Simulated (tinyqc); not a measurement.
Thermal, flicker and telegraph noise of a field-effect transistor: one step, computed by the program tinyqc. Command: `OMP_NUM_THREADS=1 python tinyqc.py 3027613 3027614 out.jsonl noise walk`. One thread of a shared host (Intel(R) Xeon(R) Processor @ 2.30GHz), about 0.01 s of CPU time with the checks.

Strong inversion, threshold roll-off and channel-length modulation left out; noise sources are uncorrelated and are given as one-sided spectral densities.

Problem. Operating point. C_ox = 3.9 eps_0/t; V_c = 2 v_s L/mu; I = W C_ox v_s V_ov^2/(V_ov + V_c); g_m = W C_ox v_s V_ov (V_ov + 2 V_c)/(V_ov + V_c)^2; g_d0 = mu C_ox (W/L) V_ov.

Inputs (values chosen for the exercise, modelled on a high-k silicon transistor):

| quantity | value | unit |
|---|---|---|
| width W | 250 | micrometre |
| length L | 2600 | nm |
| electrical oxide thickness t | 7.8 | nm |
| mobility mu | 130 | cm^2/(V s) |
| saturation velocity v_s | 0.74 | 1e7 cm/s |
| overdrive V_ov | 0.52 | V |

Operating region: saturation. Flicker model: Hooge.

Constants: eps_0 = 8.8541878128e-12 F/m.

Give: C_ox; drain current I; g_m; g_d0.

Solution.

C_ox = 0.4427 microfarad/cm^2

drain current I = 735.3 microampere

g_m = 2804 microsiemens

g_d0 = 2878 microsiemens
